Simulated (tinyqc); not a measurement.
Worked calculation: six-band Luttinger-Kohn model with strain. Values are carried at full precision from step to step, so a last printed digit may differ when a step is redone from the rounded ones.

Constants: hbar^2/2m0 = 3.80998211 eV angstrom^2.

Parameters, chosen for this exercise (near those of GaAs; shifted at random, so the results belong to these values and not to a real crystal): C11 = 126.4 GPa; C12 = 55.3 GPa; C44 = 59.9 GPa; load = uniaxial [110] (kind of stress); X = 2.22 GPa (stress); Dso = 0.339 eV (spin-orbit splitting); g1 = 7.08 (Luttinger gamma1); g2 = 2.04 (gamma2); g3 = 2.94 (gamma3); av = 1.15 eV (valence hydrostatic potential); b = -2.09 eV (tetragonal shear potential); d = -4.89 eV (trigonal shear potential); k = (0.044, 0.03, 0) 1/angstrom (wave vector); kmax = 0.08 1/angstrom (end of the path).

## Strain from a uniaxial [110] stress

s11 = (C11 + C12)/((C11 - C12)(C11 + 2 C12)), s12 = -C12/((C11 - C12)(C11 + 2 C12)), s44 = 1/C44; exx = s11 sxx + s12 (syy + szz) and cyclic, exy = s44 sxy/2; tension is positive. A uniaxial stress X along the unit vector n is s_ij = X n_i n_j.

s11, s12, s44 (1/TPa): 10.7829  -3.2818  16.6945

strain tensor:
```
          x         y          z
x  0.008326  0.009265   0.000000
y  0.009265  0.008326   0.000000
z  0.000000  0.000000  -0.007286
```

The volume changes by +0.937 %; there is shear in the cubic axes, so d enters.

## The terms P, Q, R, S at one k

P = c g1 k^2 - av tr(e); Q = c g2 (kx^2 + ky^2 - 2 kz^2) - (b/2)(exx + eyy - 2 ezz); R = c sqrt3 [-g2 (kx^2 - ky^2) + 2i g3 kx ky] + (sqrt3/2) b (exx - eyy) - i d exy; S = 2 c sqrt3 g3 (kx - i ky) kz - d (exz - i eyz); c = hbar^2/2m0, e the strain tensor (not engineering shear).

Form the four terms.

Terms (eV):
```
term             from k  from strain
P               0.07650     -0.01077
Q               0.02204      0.03263
R     -0.01395+0.05122i     0.04531i
S               0.00000      0.00000
```

## The Hamiltonian

Six-band Luttinger-Kohn model in the basis |3/2,3/2>, |3/2,1/2>, |3/2,-1/2>, |3/2,-3/2>, |1/2,1/2>, |1/2,-1/2>, electron energies, zero at the top of the unstrained valence band. H = -[rows: (P+Q, -S, R, 0, -S/r2, r2 R); (-S*, P-Q, 0, R, -r2 Q, r32 S); (R*, 0, P-Q, S, r32 S*, r2 Q); (0, R*, S*, P+Q, -r2 R*, -S*/r2); (-S*/r2, -r2 Q, r32 S, -r2 R, P+Dso, 0); (r2 R*, r32 S*, r2 Q, -S/r2, 0, P+Dso)], r2 = sqrt(2), r32 = sqrt(3/2). Levels are twofold.

Each term is the sum of its two parts.

H(k) (eV):
```
                 3/2,3/2         3/2,1/2        3/2,-1/2         3/2,-3/2          1/2,1/2        1/2,-1/2
3/2,3/2          -0.1204               0  0.0139-0.0965i                0                0  0.0197-0.1365i
3/2,1/2                0         -0.0111               0   0.0139-0.0965i           0.0773               0
3/2,-1/2  0.0139+0.0965i               0         -0.0111                0                0         -0.0773
3/2,-3/2               0  0.0139+0.0965i               0          -0.1204  -0.0197-0.1365i               0
1/2,1/2                0          0.0773               0  -0.0197+0.1365i          -0.4047               0
1/2,-1/2  0.0197+0.1365i               0         -0.0773                0                0         -0.4047
```

## Levels and their make-up

Diagonalise H. The weights add +m and -m and are averaged over each pair; m is taken along z.

levels from the top, each twofold (eV): 0.0461  -0.0965  -0.4858

weights:
```
               top  second  third
|3/2,+-3/2>  0.261   0.582  0.157
|3/2,+-1/2>  0.739   0.210  0.051
|1/2,+-1/2>  0.000   0.208  0.792
```

The top pair is 74 % |3/2,+-1/2>, the second pair is 58 % |3/2,+-3/2> and the third pair is 79 % |1/2,+-1/2>.

## Band edges at k = 0
Diagonalise H at k = 0. The weights add +m and -m (m along z) and are averaged over each pair.

edges from the top (eV): 0.0670  -0.0251  -0.3486

weights at k = 0:
```
               top  second  third
|3/2,+-3/2>  0.188   0.768  0.044
|3/2,+-1/2>  0.811   0.170  0.019
|1/2,+-1/2>  0.001   0.062  0.937
```

The stress splits the top two pairs by 92.1 meV, 3.56 times kT at 300 K (25.85 meV); the third lies 415.7 meV below the top, against Dso = 339 meV without stress.

## Polarisation of the edge transitions

In the basis X, Y, Z times spin, H(k = 0) has -Dso/3 + l exx + m (eyy + ezz) on the diagonal (cyclic) and n exy off it, l = av + 2 b, m = av - b, n = sqrt(3) d. Spin-orbit term (Dso/3) L.sigma on X, Y, Z with (L_k)_ij = -i epsilon_kij: <X+|H|Y+> = -i Dso/3, <X+|H|Z-> = Dso/3, <Y+|H|Z-> = -i Dso/3, <Z+|H|X-> = -Dso/3, <Z+|H|Y-> = i Dso/3, <X-|H|Y-> = i Dso/3, and their conjugates; + and - are the spin along z. The strength of a transition to an s-like conduction level for light polarised along the unit vector u is the weight of the orbital ux X + uy Y + uz Z in the valence state, summed over spin and averaged over the pair.

strain block of X, Y, Z (eV):
```
          X         Y        Z
X  -0.02186  -0.07848        0
Y  -0.07848  -0.02186        0
Z         0         0  0.07603
```

Relative strengths:
```
polarisation    top  second  third
[100]         0.215   0.385  0.400
[010]         0.215   0.385  0.400
[001]         0.570   0.231  0.199
[110]         0.002   0.416  0.582
[1-10]        0.428   0.353  0.219
[111]         0.191   0.354  0.455
```

The top pair is strongest for light along [001] (0.570) and weakest along [110] (0.002); without strain every direction has 1/3 on average over the fourfold top. For each polarisation the three pairs add up to 1.

## Hole masses at the edges

Curvature at k = 0: m/m0 = -2 c h^2/(E(h u) + E(-h u) - 2 E(0)) with h = 0.0002 1/angstrom along the unit vector u.

Hole masses (m0):
```
direction    top  second  third
[110]      0.535   0.121  0.090
[1-10]     0.106   0.140  0.213
[100]      0.178   0.130  0.127
[001]      0.100   0.172  0.184
```

Of the directions listed, the top pair is lightest along [001] (0.100) and heaviest along [110] (0.535). These masses hold only for hole energies well below the splitting of 92 meV.

## Bands along [100] and [001]

Six points from 0 to kmax in each direction.

Levels (eV):
```
direction  |k| (1/angstrom)      top   second    third  top, no stress  second, no stress
[100]                 0.000   0.0670  -0.0251  -0.3486          0.0000             0.0000
[100]                 0.016   0.0617  -0.0326  -0.3564         -0.0029            -0.0108
[100]                 0.032   0.0472  -0.0557  -0.3811         -0.0117            -0.0420
[100]                 0.048   0.0266  -0.0935  -0.4262         -0.0263            -0.0897
[100]                 0.064   0.0015  -0.1419  -0.4977         -0.0468            -0.1473
[100]                 0.080  -0.0280  -0.1949  -0.6017         -0.0732            -0.2071
[001]                 0.000   0.0670  -0.0251  -0.3486          0.0000             0.0000
[001]                 0.016   0.0575  -0.0309  -0.3540         -0.0029            -0.0108
[001]                 0.032   0.0323  -0.0510  -0.3709         -0.0117            -0.0420
[001]                 0.048   0.0007  -0.0918  -0.4020         -0.0263            -0.0897
[001]                 0.064  -0.0302  -0.1544  -0.4535         -0.0468            -0.1473
[001]                 0.080  -0.0618  -0.2270  -0.5358         -0.0732            -0.2071
```

## Checks

- Levels against the same model in the basis X, Y, Z times spin: they agree to 1e-10 or better.

tinyqc: `OMP_NUM_THREADS=1 python tinyqc.py 1080251 1080252 out.jsonl`; about 0.04 s, one thread, shared Intel(R) Xeon(R) Processor @ 2.30GHz.
